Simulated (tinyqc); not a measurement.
# Bandgap voltage reference from two bipolar transistors: output against temperature

Two transistors of area 1 and N carry the same current I. Is(T) = Is (T/T0)^eta exp[(Vg0 q/kB)(1/T0 - 1/T)], VBE1 = Vt ln(I/Is(T)) + I rb, VBE2 = Vt ln(I/(N Is(T))) + I rb/N. The amplifier forces I R1(T) = VBE1 - VBE2 + Vos, with R(T) = R (1 + tc (T - T0)) for both resistors, and the output is Vref = VBE1 + I R2(T). Base currents and the Early effect are neglected.

Vt = kB T/q; I = (Vt ln N + Vos)/(R1(T) - rb (1 - 1/N)).

Values chosen for this exercise; values of the order met in silicon bipolar transistors:

| symbol | value | unit | meaning |
|---|---|---|---|
| T0 | 298 | K | reference temperature |
| Vg0 | 1.183 | V | band-gap voltage extrapolated to 0 K |
| eta | 4.2 |  | temperature exponent of the saturation current |
| Is | 6.2e-16 | A | saturation current of the unit transistor at T0 |
| N | 8 |  | area ratio of the second transistor |
| R1 | 18 | kohm | resistor across which the difference of VBE falls, at T0 |
| tc | 400 | ppm/K | temperature coefficient of both resistors |
| Vos | -2.1 | mV | offset of the amplifier |
| rb | 59 | ohm | series resistance of the unit transistor |
| R2 | 238.6 | kohm | output resistor at T0 |

Constants: q = 1.602176634e-19 C, kB = 1.380649e-23 J/K. Results are converted to the units shown.

Results:
```
T (K)	I (uA)	VBE1 (V)	I R2 (V)	Vref (V)	Vref - Vref(T0) (mV)	dVref/dT (uV/K)
218	2.128	0.7548	0.4914	1.246	-7.261	139.1
233	2.268	0.7211	0.5272	1.248	-5.323	119.6
253	2.453	0.6756	0.5748	1.250	-3.176	95.40
273	2.635	0.6296	0.6224	1.252	-1.495	72.97
298	2.858	0.5716	0.6820	1.254	0	47.02
348	3.291	0.4537	0.8010	1.255	1.167	0.7707
373	3.502	0.3939	0.8605	1.254	0.9228	-20.06
398	3.708	0.3336	0.9201	1.254	0.1744	-39.61
423	3.910	0.2729	0.9796	1.252	-1.049	-58.06
```

Estimate the missing row, T = 323 K.

Computed row:
```
T (K)	I (uA)	VBE1 (V)	I R2 (V)	Vref (V)	Vref - Vref(T0) (mV)	dVref/dT (uV/K)
323	3.077	0.5129	0.7415	1.254	0.8721	23.05
```

With this row back in the table: VBE1 falls by 2.35 mV/K on average and I R2 rises by 2.38 mV/K. The slope of Vref vanishes at T = 349 K. Between 233 and 398 K Vref spans 6.49 mV, or 31.4 ppm/K by the box method (span over the average over T, over 165 K).

Numbers from tinyqc (`OMP_NUM_THREADS=1 python tinyqc.py 2062173 2062174 out.jsonl`; about 0.02 s on one thread of a shared Intel Xeon 2.30GHz).
